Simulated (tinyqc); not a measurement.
Small-signal admittance of a forward-biased p+-n diode: two steps of the calculation.

Holes injected into a neutral base of width wb with an ohmic contact at its end; low injection, p0 far above the equilibrium density. A small voltage v exp(i w t), w = 2 pi f, modulates the edge density by p0 v/Vt, and the small-signal density obeys Dp d2p/dx2 = (1/tau + i w) p.

Inputs (values chosen for the exercise); permittivity close to that of gallium arsenide: temperature T = 275 K; relative permittivity eps_r = 12.9; donor density of the base Nd = 2.1e15 cm^-3; hole diffusion coefficient Dp = 8.2 cm^2/s; hole lifetime tau = 2e-6 s; width of the neutral base wb = 93 um; excess hole density at the junction edge p0 = 4.6e11 cm^-3; acceptor density of the p+ side Na = 5e18 cm^-3; signal frequency f = 2.1e5 Hz.

Constants: q = 1.602176634e-19 C, kB = 1.380649e-23 J/K, Vt = kB T/q, eps0 = 8.8541878128e-14 F/cm where lengths are in cm. Results are converted to the units shown.

Question 1. Closed-form admittance. L = sqrt(Dp tau); direct current J = (q Dp p0/L) coth(wb/L); k = sqrt(1 + i w tau)/L; diffusion admittance Y = (q Dp p0/Vt) k coth(k wb) = G + i w C_diff; junction capacitance C_j = sqrt(q eps0 eps_r Nd/(2 Vr)) in the depletion approximation, with the remaining barrier Vr = Vt ln(Na/p0), a rough value under forward bias; base-width modulation is left out.

Give: L; J; k wb; Y; C_diff; C_j.

Answer 1.

L = 40.50 um
J = 1.523e-4 A/cm^2
k wb = 3.175+2.192i
Y = (8.676+6.033i) x 1e-3 S/cm^2
C_diff = 0.004572 uF/cm^2
C_j = 0.02237 uF/cm^2

G is 1.35 times its low-frequency value J/Vt, and C_diff is 0.204 times C_j.

Question 2. The same by finite differences. 9 equal intervals, h = wb/9; u = small-signal density over its edge value, u_0 = 1, u_9 = 0; u_(i-1) + b u_i + u_(i+1) = 0 with b = -2 - h^2 (1/tau + i w)/Dp; Y = (q Dp p0/(Vt h)) (-b/2 - u_1), which includes the half box at the edge.

Wanted: b; u; Y on the mesh.

Answer 2.

b = -2.0651-0.1718i
u, node 1 to 8: [0.68333-0.16797i, 0.44001-0.22947i, 0.26477-0.23031i, 0.14633-0.20065i, 0.07190-0.15892i, 0.02946-0.11517i, 0.00872-0.07387i, 0.00124-0.03587i]
Y on the mesh = (8.6187+6.2656i) x 1e-3 S/cm^2

Numbers from tinyqc (`OMP_NUM_THREADS=1 python tinyqc.py 2890134 2890135 out.jsonl`; about 0.01 s on one thread of a shared Intel Xeon 2.30GHz).
